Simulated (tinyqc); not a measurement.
Inside a calculation. Method: plane-wave Kohn-Sham cycle with exchange-only LDA in a layered model solid. One step of it, computed by the program tinyqc.

Problem. Iteration 2: Hamiltonian at one k. H(m,m') = (k + G_m)^2/2 delta + V(G_m - G_m'), with V(-G) = V(G).

A solid whose potential varies along x alone (atomic units):
```
parameter                      value
period a                   12.500000
cross-section of the cell  25.000000
electrons per cell                 4
grid points                       16
plane waves -n..n, n               3
k points                           3
V1 in V1 cos(2 pi x/a)     -0.620000
V2 in V2 cos(4 pi x/a)      0.160000
```

V(G_m), m = 0, 1, 2, ... (hartree): [-0.188050, 0.006139, 0.096892, -0.004172, -0.001222, 0.000356, 0.000309]

k = 0.000000 2 pi / a

Give: H.

Solution.

H (hartree), order -3, -2, -1, +0, +1, +2, +3:
$$\begin{pmatrix}
0.9489 & 0.0061 & 0.0969 & -0.0042 & -0.0012 & 0.0004 & 0.0003 \\
0.0061 & 0.3173 & 0.0061 & 0.0969 & -0.0042 & -0.0012 & 0.0004 \\
0.0969 & 0.0061 & -0.0617 & 0.0061 & 0.0969 & -0.0042 & -0.0012 \\
-0.0042 & 0.0969 & 0.0061 & -0.1881 & 0.0061 & 0.0969 & -0.0042 \\
-0.0012 & -0.0042 & 0.0969 & 0.0061 & -0.0617 & 0.0061 & 0.0969 \\
0.0004 & -0.0012 & -0.0042 & 0.0969 & 0.0061 & 0.3173 & 0.0061 \\
0.0003 & 0.0004 & -0.0012 & -0.0042 & 0.0969 & 0.0061 & 0.9489
\end{pmatrix}$$
